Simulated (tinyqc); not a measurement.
Planar ballistic transistor, top-of-the-barrier model: one step of the calculation.

At the top of the source barrier, states moving towards the drain are filled by the source (Fermi level 0) and states moving back by the drain (Fermi level -q Vd); nothing scatters. U is the shift of the band edge there, set by the capacitances CG, CD and CS (the total) and by the charge. Parabolic two-dimensional band; the source is grounded.

Question. Density of states, capacitances and charge at zero bias. N0 = gv m kB T/(pi hbar^2), CG = eps0 eox/tox, vT = sqrt(2 kB T/(pi m)), CS = CG/aG, n0 = n at U = 0 and Vd = 0. eta1 = -(E0 + U)/Vt, eta2 = eta1 - Vd/Vt, n = (N0/2)[F_0(eta1) + F_0(eta2)], F_0(x) = ln(1 + exp x). UL = -(aG Vg + aD Vd).

Values chosen for this exercise; mass and valleys close to those of germanium: temperature T = 300 K; effective mass m = 0.124 m0; valley degeneracy gv = 4; relative permittivity of the gate insulator eox = 9; insulator thickness tox = 3.3 nm; gate control CG/CS aG = 0.89; drain control CD/CS aD = 0.017; band edge at the barrier top above the source Fermi level at zero bias E0 = 0.22 eV; gate voltage Vg = 0.43 V; drain voltage Vd = 0.1 V.

Constants: q = 1.602176634e-19 C, kB = 1.380649e-23 J/K, hbar = 1.054571817e-34 J s, m0 = 9.1093837015e-31 kg, Vt = kB T/q, eps0 = 8.8541878128e-14 F/cm where lengths are in cm. Results are converted to the units shown.

Wanted: N0; CG; CS; n0; UL.

Answer.

N0 = 5.3564e12 cm^-2
CG = 2.4148 uF/cm^2
CS = 2.7132 uF/cm^2
n0 = 1.0789e9 cm^-2
UL = -0.38440 eV

Numbers from tinyqc (`OMP_NUM_THREADS=1 python tinyqc.py 2400085 2400086 out.jsonl`; about 0.01 s on one thread of a shared Intel Xeon 2.30GHz).
